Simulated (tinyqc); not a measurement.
# Admittance spectroscopy of a deep trap: two studies

Schottky contact on an n-type layer with shallow donors Nd (all ionised) and a donor-like deep trap, neutral when filled and positive when empty; depletion approximation. Traps within lam of the depletion edge stay filled. The traps at xt = W - lam, where the level crosses the Fermi level, follow a slow signal and not a fast one. w = 2 pi f.

Inputs (values chosen for the exercise); material values close to those of 4H silicon carbide:
- eps_r = 9.52 (relative permittivity)
- Nc = 1.73e19 cm^-3 (conduction-band density of states at 300 K)
- vth = 1.9e7 cm/s (thermal velocity at 300 K)
- Nd = 2.5e16 cm^-3 (shallow donor density)
- Vbi = 1.46 V (built-in voltage)
- Et = 0.56 eV (depth of the trap below the conduction edge)
- sn = 5.2e-16 cm^2 (capture cross-section)
- Nt = 2.1e15 cm^-3 (trap density)
- Vr = 1.8 V (reverse bias)
- T = 376 K (temperature)

Constants: q = 1.602176634e-19 C, kB = 1.380649e-23 J/K, eps0 = 8.8541878128e-14 F/cm where lengths are in cm. Results are converted to the units shown.

Each table varies one quantity; the others keep the values above.

## Effect of the bias

Emission rate en = sn vth(T) Nc(T) exp(-Et/kB T) = sn g T^2 exp(-Et/kB T), g = vth Nc/(300 K)^2, as vth goes as T^0.5 and Nc as T^1.5 (degeneracy factor 1). lam = sqrt(2 eps0 eps_r (EF - ET)/(q Nd)), EF - ET = Et - (kB T/q) ln(Nc(T)/Nd), Nc(T) = Nc (T/300 K)^1.5. In the steady state at the band bending V, 2 eps0 eps_r V/q = Nd W^2 + Nt (W - lam)^2 (the second term only if W > lam). V = Vbi + Vr. C_HF = eps0 eps_r/W, C_LF = eps0 eps_r (Nd + Nt)/(Nd W + Nt xt). Inflection frequency w0 = 2 en [1 + Nt xt/(Nd W)]; C = C_HF + (C_LF - C_HF)/(1 + (w/w0)^2), G/w = (C_LF - C_HF)(w/w0)/(1 + (w/w0)^2).

Result of one run:
```
Vr (V)  W (nm)     xt/W  C_HF (nF/cm^2)  step (nF/cm^2)  step (% of C_HF)
6       546.48  0.78202          15.425         0.26502            1.7181
```

What becomes of these results when the reverse bias Vr is changed from 6 to 4.3 V, all else the same?

Result of the changed run:
```
Vr (V)  W (nm)     xt/W  C_HF (nF/cm^2)  step (nF/cm^2)  step (% of C_HF)
4.3     481.07  0.75238          17.522         0.34279            1.9563
```

The whole series:
```
Vr (V)  W (nm)     xt/W  C_HF (nF/cm^2)  step (nF/cm^2)  step (% of C_HF)
0       245.18  0.51416          34.379          1.3450            3.9121
0.9     310.26  0.61606          27.168         0.83309            3.0664
1.7     358.06  0.66732          23.541         0.62296            2.6462
2.6     404.99  0.70587          20.813         0.48545            2.3324
3.4     442.46  0.73078          19.051         0.40591            2.1307
4.3     481.07  0.75238          17.522         0.34279            1.9563
5.1     512.91  0.76776          16.434         0.30118            1.8327
6       546.48  0.78202          15.425         0.26502            1.7181
```

xt/W rises from 0.514 to 0.782 since lam stays at 119 nm, and the relative step falls from 3.91 to 1.72 %: the nearer xt lies to W in proportion, the less the traps add.

## Effect of the trap density

Same model as above.

V = Vbi + Vr.

Result of one run:
```
Nt (cm^-3)  W (nm)  step (% of C_HF)  w0/(2 en)
8.9e16      259.31            55.917     2.9246
```

What becomes of these results when the trap density Nt is changed from 8.9e16 to 1.5e15 cm^-3, all else the same?

Result of the changed run:
```
Nt (cm^-3)  W (nm)  step (% of C_HF)  w0/(2 en)
1.5e15      365.47            1.8796     1.0404
```

The whole series:
```
Nt (cm^-3)  W (nm)  step (% of C_HF)  w0/(2 en)
6.8e14      368.13           0.86423     1.0184
1.5e15      365.47            1.8796     1.0404
3.4e15      359.64            4.1290     1.0910
7.8e15      347.71            8.8693     1.2051
1.7e16      327.95            17.236     1.4330
3.9e16      296.69            32.392     1.9337
8.9e16      259.31            55.917     2.9246
```

The step rises from 0.864 to 55.9 %, as Nt^(0.98) between the first two rows and Nt^(0.66) between the last two, and w0/(2 en) rises from 1.02 to 2.92: for Nt near Nd the rule w0 = 2 en overstates the cross-section by that factor.

Numbers from tinyqc (`OMP_NUM_THREADS=1 python tinyqc.py 2050085 2050086 out.jsonl`; about 0.01 s on one thread of a shared Intel Xeon 2.30GHz).
